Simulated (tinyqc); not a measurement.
Same peak temperature, different pulse lengths: millisecond and nanosecond annealing: surface heating, thermal budget and solid-phase regrowth. Computed by tinyqc, a small Python program. Command: `OMP_NUM_THREADS=1 python tinyqc.py 3024851 3024852 out.jsonl flash walk`. One thread of a shared host (Intel(R) Xeon(R) Processor @ 2.30GHz), about 0.01 s of CPU time with the checks.

A square pulse heats the surface of a thick wafer with constant thermal properties; losses by radiation are neglected and silicon melts at 1414 C.

Inputs (values chosen for the exercise, modelled on hot silicon with phosphorus):
```
quantity                      value        unit
incident fluence               12.3      J/cm^2
pulse length t_p            0.00021           s
reflectance R                  0.43           -
thermal conductivity k         0.31    W/(cm K)
heat capacity per volume c     2.32  J/(cm^3 K)
preheat temperature T0          700           C
dopant prefactor D0             5.3      cm^2/s
dopant activation energy E     3.68          eV
regrowth prefactor v0       3.5e+08        cm/s
regrowth energy E_v             2.7          eV
amorphous layer                  13          nm
```

Source: scanned laser.

Constants: k_B = 8.617333262e-05 eV/K.

Method:
- Absorbed flux q = (1 - R) fluence/t_p; kappa = k/c. With f(z, t) = (2 q/k) sqrt(kappa t) ierfc(z/(2 sqrt(kappa t))), ierfc(x) = exp(-x^2)/sqrt(pi) - x erfc(x): T = T0 + f(z, t) during the pulse and T0 + f(z, t) - f(z, t - t_p) after it.
- At the surface the rise at the end of the pulse is 2 q sqrt(t_p/(pi k c)); the fluence that just melts the surface scales with (1414 - T0).
- Temperatures in kelvin are T(C) + 273.15.
- Integrate exp(-E/(k_B T(t))) at the surface from 0 to 10 t_p (Gauss-Legendre, 60 points in sqrt(t) up to t_p and 60 in sqrt(t - t_p) after it). (Dt) = D0 x integral with E; regrowth = v0 x integral with E_v; effective time = integral/exp(-E/(k_B T_peak)).
- For each t_p the flux is set so that the peak temperature stays the same: q sqrt(t_p) is fixed.

absorbed flux q = 33385.7 W/cm^2

kappa = 0.133621 cm^2/s

Pulses:
```
t_p (s)   fluence (J/cm^2)  q (W/cm^2)  thermal length (um)  2 sqrt(Dt) (nm)  regrowth (nm)
1.00e-07        2.6841e-01  1.5299e+06           1.1559e+00       1.1462e-02     3.3972e-01
1.00e-06        8.4878e-01  4.8380e+05           3.6554e+00       3.6246e-02     3.3972e+00
1.00e-05        2.6841e+00  1.5299e+05           1.1559e+01       1.1462e-01     3.3972e+01
1.00e-04        8.4878e+00  4.8380e+04           3.6554e+01       3.6246e-01     3.3972e+02
3.00e-04        1.4701e+01  2.7932e+04           6.3314e+01       6.2780e-01     1.0192e+03
1.00e-03        2.6841e+01  1.5299e+04           1.1559e+02       1.1462e+00     3.3972e+03
3.00e-03        4.6490e+01  8.8330e+03           2.0022e+02       1.9853e+00     1.0192e+04
1.00e-02        8.4878e+01  4.8380e+03           3.6554e+02       3.6246e+00     3.3972e+04
```

What does the comparison show, and why?

Fluence and diffusion length grow as sqrt(t_p), regrowth as t_p. The layer of 13 nm regrows from t_p = 1e-05 s on among these rows, at a diffusion length of 0.11 nm. Caution: amorphous silicon melts some 200 to 250 K below the crystal, which matters for the short pulses that reach the peak before regrowth. Caution: the shortest pulses need a source absorbed within their thermal length, and the longest also heat the back of the wafer, which the thick-wafer formula leaves out. Caution: seconds at the preheat temperature would regrow the layer before any pulse.

Extremes, crossings and ranges named in words are read from the listed rows.
